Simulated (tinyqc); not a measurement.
Blur against noise: chemically amplified photoresist: aerial image, acid generation, bake, development and line width. Computed by tinyqc, a small Python program. Command: `OMP_NUM_THREADS=1 python tinyqc.py 3028093 3028094 out.jsonl resist walk`. One thread of a shared host (Intel(R) Xeon(R) Processor @ 2.30GHz), about 0.02 s of CPU time with the checks.

Lines and spaces of pitch p with a two-beam-like image; x = 0 is the middle of the bright space. The resist is positive and treated as uniform in depth.

Inputs (values chosen for the exercise, for a model resist at 248 nm):
```
quantity                      value     unit
pitch p                         280       nm
image contrast c               0.78        -
mean dose E                      18  mJ/cm^2
Dill parameter C              0.042  cm^2/mJ
bake time t                      45        s
photon energy                     5       eV
absorption coefficient alpha   0.82     1/um
```

Method:
- Dose E(x) = E [1 + c cos(2 pi x/p)]; acid h = 1 - exp(-C E(x)).
- Bake: the acid image is blurred by a Gaussian of variance sigma^2 = 2 D t (each Fourier term k of h, taken on 64 points, is multiplied by exp(-4 pi^2 k^2 D t/p^2)).
- For each sigma the edge is held at x = p/4; N is taken at the mean dose; edge noise = (dh/d ln E)/(sqrt(N V) |dh/dx|), both derivatives taken of the blurred acid, V = (2 sqrt(pi) sigma)^3, N = E alpha/(photon energy), 1 mJ/cm^2 = 62.41509 eV/nm^2.

Trade-off:
```
sigma/p  sigma (nm)  blur factor  photons in V  edge noise (nm)
0.02            5.6      0.99214    1.4414e+03           1.5060
0.04           11.2      0.96891    1.1531e+04           0.5345
0.07           19.6      0.90781    6.1800e+04           0.2356
0.10           28.0      0.82087    1.8018e+05           0.1455
0.14           39.2      0.67917    4.9440e+05           0.1012
0.18           50.4      0.52753    1.0508e+06           0.0871
0.22           61.6      0.38467    1.9185e+06           0.0875
0.27           75.6      0.23717    3.5464e+06           0.1040
0.33           92.4      0.11653    6.4750e+06           0.1566
```

The noise is least near sigma/p = 0.18 among these rows. More diffusion averages over more photons (noise falls as sigma^(-3/2)) until it erases the image slope (factor exp(-2 pi^2 sigma^2/p^2)); for a pure cosine the two balance at sigma/p = sqrt(3/8)/pi = 0.195. Caution: for a film thinner than the blur the noise falls as 1/sigma only, and the optimum moves to sigma/p = 1/(2 pi) = 0.159.

Extremes, crossings and ranges named in words are read from the listed rows.
